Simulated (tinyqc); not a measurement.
Strain, valley repopulation and piezoresistance in a many-valley conduction band: one step, computed by the program tinyqc.

Valleys are ellipsoids with mass m_l along the axis a and m_t across it, parabolic, with one constant relaxation time; strain shifts the valleys and leaves the masses alone. Currents are taken along [110], along the load, and along [001], across the load.

Question. Mobility tensor and resistance change. Mobility tensor mu = e tau sum_v (n_v/n) [1/m_t + (1/m_l - 1/m_t) a a^T]; unstrained mu_0 = e tau (1/m_l + 2/m_t)/3; resistivity along d from the inverse tensor, rho_d = d.mu^-1.d/(n e), mobility along d = 1/(d.mu^-1.d); gauge pi_d = (rho_d/rho_0 - 1)/X.

Inputs (values chosen for the exercise, modelled on silicon):

| quantity | value | unit |
|---|---|---|
| longitudinal mass m_l | 0.937 | m_0 |
| transverse mass m_t | 0.193 | m_0 |
| relaxation time tau | 200 | fs |
| temperature T | 150 | K |

Valley axes: <100> (6 valleys in 3 pairs). Load: uniaxial [110].

share of the electrons (per pair): x 0.3663407, y 0.3663407, z 0.2673186

Constants: e = 1.602176634e-19 C; m_0 = 9.1093837015e-31 kg.

Give: mobility tensor; unstrained mobility mu_0; mobility along the first direction; mobility along the second direction; resistance change along the first direction; resistance change along the second direction.

Answer.

mobility tensor (cm^2/(V s)):
```
        x       y       z
x  1292.4     0.0     0.0
y     0.0  1292.4     0.0
z     0.0     0.0  1435.7
```

unstrained mobility mu_0 = 1340.2 cm^2/(V s)

mobility along the first direction = 1292.4 cm^2/(V s)

mobility along the second direction = 1435.7 cm^2/(V s)

resistance change along the first direction = 3.6960 %

resistance change along the second direction = -6.6541 %

The mobility lies between e tau/m_l = 375 and e tau/m_t = 1820; the trace stays at 3 mu_0. Along the first direction the filled valleys present more of their heavy mass.
